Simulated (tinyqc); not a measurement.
# Threshold of a short bulk MOSFET: charge sharing, barrier lowering, narrow width: what changes with what

n-channel device on a p-type body, depletion approximation, full ionisation. Uniform doping N = Na. Vbi from Boltzmann statistics is rough for the degenerate source. Cox = eps0 eox/tox.

Values chosen for this exercise; band and dielectric values close to those of silicon:

| symbol | value | unit | meaning |
|---|---|---|---|
| T | 300 | K | temperature |
| Eg | 1.11 | eV | band gap |
| eps_r | 11.7 |  | relative permittivity |
| Nc | 2.78e19 | cm^-3 | conduction-band density of states at T |
| Nv | 2.63e19 | cm^-3 | valence-band density of states at T |
| eox | 3.9 |  | relative permittivity of the gate insulator (close to silicon dioxide) |
| tox | 2.2 | nm | insulator thickness |
| Na | 1.6e18 | cm^-3 | channel doping |
| Nsd | 1e20 | cm^-3 | source and drain doping |
| Vfb | -0.92 | V | flat-band voltage for the doping Na |
| xj | 14 | nm | junction depth |
| Vbs | -0.5 | V | body-source voltage |
| Vds | 0.5 | V | drain-source voltage |
| W | 140 | nm | gate width |
| xw | 0 |  | shape factor of the fringing depletion at the width edges |
| L | 170 | nm | channel length |

Constants: q = 1.602176634e-19 C, kB = 1.380649e-23 J/K, Vt = kB T/q, eps0 = 8.8541878128e-14 F/cm where lengths are in cm. Results are converted to the units shown.

Each table varies one quantity; the others keep the values above.

## Threshold roll-off against channel length

ni = sqrt(Nc Nv) exp(-Eg/(2 Vt)), Eg in volts; 2 pB = 2 Vt ln(N/ni); flat band Vfb - Vt ln(N/Na); Wd = sqrt(2 eps0 eps_r (2 pB - Vbs)/(q N)); body term q N Wd/Cox; long-channel VT0 = flat band + 2 pB + body term; Vbi = Vt ln(N Nsd/ni^2); scale length l = sqrt((eps_r/eox) tox Wd). Charge sharing (trapezoid; it ignores Vds): F = (xj/L)(sqrt(1 + 2 Wd/xj) - 1), lowering = body term times F. Barrier lowering: th = exp(-L/(2 l)) + 2 exp(-L/l), lowering = th [2 (Vbi - 2 pB) + Vds], DIBL = th. Narrow width: rise = body term times xw Wd/W. VT by each model = VT0 - lowering + rise. DIBL under 0.001 mV/V is printed as 0.

The same in every row: N (cm^-3) = 1.600e18; VT0 (V) = 0.6056.

Threshold roll-off against channel length:
```
L (nm)    L/l        F  DIBL (mV/V)  VT, charge sharing (V)  VT, barrier lowering (V)
48      3.186   0.4176        286.0                  0.3710                    0.4014
69      4.580   0.2905        121.8                  0.4424                    0.5186
100     6.637   0.2005        38.83                  0.4930                    0.5779
140     9.292   0.1432        9.785                  0.5251                    0.5986
210     13.94  0.09545       0.9425                  0.5520                    0.6049
300     19.91  0.06682      0.04747                  0.5680                    0.6055
430     28.54  0.04662            0                  0.5794                    0.6056
630     41.81  0.03182            0                  0.5877                    0.6056
900     59.73  0.02227            0                  0.5931                    0.6056
```

VT by barrier lowering rises from 0.401 to 0.606 V and VT by charge sharing rises from 0.371 to 0.593 V. DIBL is under 100 mV/V from L = 100 nm on among the rows (th = 0.1 at L/l = 4.92). For L = 48 DIBL exceeds 250 mV/V, where the barrier formula is rough.

## Effect of the channel doping

Same model as above.

Vfb is held fixed.

Results:
```
Na (cm^-3)  N (cm^-3)  VT0 (V)     L/l         F  DIBL (mV/V)  VT, charge sharing (V)  VT, barrier lowering (V)
3.2e17      3.2000e17  0.20458  7.6566   0.19898       22.693                 0.15604                   0.18650
4.7e17      4.7000e17  0.27828  8.3988   0.17634       15.455                 0.22577                   0.26627
7e17        7.0000e17  0.36718  9.2445   0.15518       10.024                 0.31037                   0.35960
1.5e18      1.5000e18  0.58378  11.109   0.12053       3.9006                 0.51830                   0.58098
2.3e18      2.3000e18  0.74041  12.315   0.10407       2.1263                 0.66987                   0.73893
3.4e18      3.4000e18  0.91252  13.533  0.090694       1.1541                 0.83727                   0.91174
5e18        5.0000e18   1.1156  14.854  0.078920      0.59561                  1.0356                    1.1152
```

Estimate the missing row, Na = 1e18 cm^-3.

Computed row:
```
Na (cm^-3)  N (cm^-3)  VT0 (V)     L/l        F  DIBL (mV/V)  VT, charge sharing (V)  VT, barrier lowering (V)
1e18        1.0000e18  0.45992  10.074  0.13806       6.5770                 0.39912                   0.45507
```

With this row back in the table: As Na goes from 3.2e17 to 5e18, VT0 rises from 0.205 to 1.12 V, DIBL falls from 22.7 to 0.596 mV/V, F falls from 0.199 to 0.0789 and VT by barrier lowering rises from 0.186 to 1.12 V. For Na = 3.4e18, 5e18 the mean doping exceeds 3e18 cm^-3, where junction tunnelling and confinement, left out, matter.

Computed by the program tinyqc: `OMP_NUM_THREADS=1 python tinyqc.py 2002167 2002168 out.jsonl`, one thread of a shared Intel Xeon 2.30GHz, about 0.01 s for the whole run.
